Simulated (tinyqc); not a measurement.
Fully depleted semiconductor-on-insulator film with two gates, non-linear Poisson equation by Newton steps: one step of the calculation.

One dimension across the film, front interface at x = 0, back interface at x = ts. psi is counted from the intrinsic level, n = ni exp(psi/Vt) (source grounded), holes neglected, acceptors ionised. Gates act through Cox = eps0 eox/tox and Cbox = 3.9 eps0/tb with potentials G1 = Vg - (phiM - chi - Vt ln(Nc/ni)) and G2 = Vb - (phiB - chi - Vt ln(Nc/ni)). Classical Boltzmann densities, no interface charge, no depletion in the back plane.

Question. Newton step. Solve a d_(i-1) + b_i d_i + a d_(i+1) = -F_i for all nodes. Half of the step is added while the largest |d| exceeds 1.5 Vt, the full step after that.

Values chosen for this exercise:
```
symbol  value  unit      meaning
T         350     K  temperature
```

Constants: q = 1.602176634e-19 C, kB = 1.380649e-23 J/K, Vt = kB T/q. Results are converted to the units shown.

a = 4.2426317 uF/cm^2

```
node	diagonal b (F/cm^2)	residual F (C/cm^2)	psi after iteration 1 (V)
0	-6.6763099e-6	4.0457265e-7	0.35873850
1	-8.5244304e-6	-1.1597427e-9	0.35340525
2	-8.5180978e-6	-9.7003337e-10	0.34808615
3	-8.5128016e-6	-8.1158279e-10	0.34278089
4	-8.5083701e-6	-6.7920667e-10	0.33748916
5	-8.5046603e-6	-5.6859238e-10	0.33221068
6	-8.5015530e-6	-4.7615028e-10	0.32694514
7	-8.4989492e-6	-3.9889081e-10	0.32169222
8	-8.4967664e-6	-3.3432274e-10	0.31645165
9	-8.4949355e-6	-2.8036896e-10	0.31122311
10	-4.3745934e-6	-8.6687804e-9	0.30600631
```

Give: Newton step d, before damping; psi after iteration 2.

Answer.

```
node	Newton step d, before damping (V)	psi after iteration 2 (V)
0	0.14703	0.43225
1	0.13601	0.42141
2	0.12653	0.41135
3	0.11824	0.40190
4	0.11092	0.39295
5	0.10436	0.38439
6	0.09842	0.37615
7	0.09296	0.36817
8	0.08790	0.36040
9	0.08315	0.35280
10	0.07866	0.34534
```

tinyqc, about 0.4 s, one thread, Intel Xeon 2.30GHz (shared host): `OMP_NUM_THREADS=1 python tinyqc.py 2190154 2190155 out.jsonl`
